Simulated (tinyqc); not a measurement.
Nucleation and growth of vacancy voids in a cooling silicon-like crystal: one step, computed by the program tinyqc. Command: `OMP_NUM_THREADS=1 python tinyqc.py 3009749 3009750 out.jsonl voids walk`. One thread of a shared host (Intel(R) Xeon(R) Processor @ 2.30GHz), about 0.4 s of CPU time with the checks.

Spherical voids; vacancies are lost only to voids.

Task: Nucleation rate at T with the initial excess. C_e = C_m exp[-(E_f/k_B)(1/T - 1/T_m)]; D = D0 exp(-E_m/(k_B T)); f = k_B T ln(C/C_e); r* = 2 gamma/(rho f); W* = 16 pi gamma^3/(3 rho^2 f^2); Z = f/sqrt(12 pi W* k_B T); I = rho Z (4 pi r* D C) exp(-W*/(k_B T)).

Inputs (values chosen for the exercise, close to those used for silicon):

| quantity | value | unit |
|---|---|---|
| vacancy density at the melting point C_m | 5.5e+14 | 1/cm^3 |
| formation energy E_f | 4.11 | eV |
| melting point T_m | 1685 | K |
| diffusion prefactor D0 | 0.00063 | cm^2/s |
| migration energy E_m | 0.38 | eV |
| site density rho | 5e+22 | 1/cm^3 |
| void surface energy gamma | 0.86 | J/m^2 |
| temperature of the worked step T | 1400 | K |

initial excess C = 5.676056e+13 1/cm^3

Constants: k_B = 8.617333262e-05 eV/K; k_B = 1.380649e-23 J/K; e = 1.602176634e-19 C.

Give: C_e; D; driving force f; critical radius r*; W*/(k_B T); rate I.

Result:

C_e = 1.729e+12 1/cm^3

D = 2.700e-05 cm^2/s

driving force f = 0.4212 eV

critical radius r* = 0.5098 nm

W*/(k_B T) = 48.43

rate I = 3705 1/(cm^3 s)

Cooling by 10 K multiplies I by 190: nucleation switches on within a narrow range of temperature.
